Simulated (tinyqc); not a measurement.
# Doping from the body effect

Inverse problem. The threshold of a long MOSFET, counted against the source, shifts by gamma (sqrt(2 phiF + Vsb) - sqrt(2 phiF)) with gamma = sqrt(2 eps0 eps_r q N)/Cox. Find 2 phiF, gamma and N from two shifts.

Inputs (values chosen for the exercise): relative permittivity eps_r = 11.9.

Constants: q = 1.602176634e-19 C, eps0 = 8.8541878128e-14 F/cm where lengths are in cm. Results are converted to the units shown.

|VT - VT(0)| at source-body biases 1.1 and 3.4 V (V): [0.10315526, 0.25054646]
Cox = 1.5696060 uF/cm^2

Solution. The ratio of the shifts depends on 2 phiF alone and rises steadily with it, so it fixes 2 phiF; either shift then gives gamma, and gamma gives N.

2 phiF = 0.944 V
gamma = 0.225 V^0.5
N = 3.70e17 cm^-3

Computed by the program tinyqc: `OMP_NUM_THREADS=1 python tinyqc.py 2060021 2060022 out.jsonl`, one thread of a shared Intel Xeon 2.30GHz, about 0.01 s for the whole run.
